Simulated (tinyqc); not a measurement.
p-n diode with diffusion and depletion-layer recombination: two steps of the calculation.

Abrupt junction in the depletion approximation, low injection, full ionisation, neutral widths fixed, ohmic contact on the p side. Vj is the junction voltage; where a series resistance Rs is given, V = Vj + J Rs is the terminal voltage.

Parameters, values chosen for the exercise; band and dielectric values those of a made-up semiconductor:
```
symbol,value,unit,meaning
T,350,K,temperature
Eg,1.32,eV,band gap
Nc,6.39e17,cm^-3,conduction-band density of states at T
Nv,1.64e19,cm^-3,valence-band density of states at T
Na,1.5e18,cm^-3,acceptor density
Nd,9.9e16,cm^-3,donor density
mun,1000,cm^2/(V s),electron mobility in the p side
mup,160,cm^2/(V s),hole mobility in the n side
tn,5e-6,s,electron lifetime
tp,1e-9,s,hole lifetime
wp,13,um,neutral width of the p side
wn,9.3,um,neutral width of the n side
Sp,1e7,cm/s,recombination velocity at the n contact
Rs,0.032,ohm cm^2,series resistance
V,0.9,V,terminal voltage
```

Constants: q = 1.602176634e-19 C, kB = 1.380649e-23 J/K, Vt = kB T/q. Results are converted to the units shown.

Problem 1. Diffusion lengths and saturation currents. ni = sqrt(Nc Nv) exp(-Eg/(2 Vt)), Eg in volts; D = mu Vt; Ln = sqrt(Dn tn), Lp = sqrt(Dp tp); J0n = q ni^2 Dn coth(wp/Ln)/(Ln Na); J0p = (q ni^2 Dp/(Lp Nd)) (s + tanh(wn/Lp))/(1 + s tanh(wn/Lp)), s = Sp Lp/Dp.

Wanted: ni; Ln; Lp; J0n; J0p.

Solution 1.

ni = 1.0153e9 cm^-3
Ln = 122.80 um
Lp = 0.69467 um
J0n = 2.5640e-15 A/cm^2
J0p = 1.1589e-13 A/cm^2

wp/Ln = 0.11 and wn/Lp = 13; holes carry 97.8 % of the diffusion current.

Problem 2. New Vj. Diffusion current alone: J = J0 (exp(Vj/Vt) - 1), g = Vj + J Rs - V, g' = 1 + Rs J0 exp(Vj/Vt)/Vt, Vj(new) = Vj - g/g'.

Vj after iteration 1 = 0.88390243 V
J0 = J0n + J0p = 1.1845158e-13 A/cm^2

Give: J; g; g'; Vj after iteration 2.

Solution 2.

J = 0.6327 A/cm^2
g = 0.004148 V
g' = 1.671
Vj after iteration 2 = 0.8814 V

Computed by the program tinyqc: `OMP_NUM_THREADS=1 python tinyqc.py 2260130 2260131 out.jsonl`, one thread of a shared Intel Xeon 2.30GHz, about 0.01 s for the whole run.
